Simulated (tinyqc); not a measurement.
Defect equilibria of an oxide against oxygen pressure (mass action): one step, computed by the program tinyqc. Command: `OMP_NUM_THREADS=1 python tinyqc.py 3012712 3012713 out.jsonl brouwer walk`. One thread of a shared host (Intel(R) Xeon(R) Processor @ 2.30GHz), about 0.01 s of CPU time with the checks.

Defects: oxygen vacancies V (charge +2), electrons n, holes p, the ionic partner X = O_i'' (charge -2), and the dopant. Activities are taken equal to concentrations.

Question. Conductivities. sigma_n = e n mu_n, sigma_p = e p mu_p, sigma_ion = 2 e [V] mu_V with mu_V = 2 e D/(k_B T) and D = D_0 exp(-E_m/k_B T); only the oxygen vacancies carry ionic current, and the ionic transport number is sigma_ion over the total.

Inputs (values chosen for the exercise, for a model oxide):
```
quantity                         value        unit
temperature T                     1400           K
electron mobility mu_n           0.023  cm^2/(V s)
hole mobility mu_p                 0.2  cm^2/(V s)
vacancy diffusion prefactor D_0   0.04      cm^2/s
vacancy migration energy E_m         1          eV
```

Ionic disorder: anion Frenkel. Dopant (singly charged, fully ionised): acceptor.

n = 1.534523e+16 cm^-3

[V] = 3.702789e+17 cm^-3

p = 4.502165e+16 cm^-3

Constants: k_B = 8.617333262e-05 eV/K; e = 1.602176634e-19 C.

Give: sigma_n; sigma_p; sigma_ion; total conductivity; ionic transport number.

Answer.

sigma_n = 5.655e-05 S/cm

sigma_p = 0.001443 S/cm

sigma_ion = 1.977e-05 S/cm

total conductivity = 0.001519 S/cm

ionic transport number = 0.01302

The conductor is mainly p-type electronic here.
